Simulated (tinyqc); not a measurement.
## Dopant mobility from one pulse

Question. With linear drift and no window, R = Ron x + Roff (1 - x), dx/dt = k i, k = mv Ron/D^2, and so R^2 = R0^2 - 2 k (Roff - Ron) phi after the flux phi. Find x0, k, mv and the charge passed.

Values chosen for this exercise: resistance of the fully doped film Ron = 50 ohm; resistance of the undoped film Roff = 16000 ohm; film thickness D = 5 nm.

R before and after a pulse of flux 0.043 V s (ohm): [11693.500, 6996.3664]

Answer. R^2 is linear in the flux and R is linear in the charge.

x0 = 0.2700
k = 6.400e4 1/C
mv = 3.200e-14 m^2/(V s)
charge = 4.601 uC

Computed by the program tinyqc: `OMP_NUM_THREADS=1 python tinyqc.py 2880029 2880030 out.jsonl`, one thread of a shared Intel Xeon 2.30GHz, about 0.1 s for the whole run.
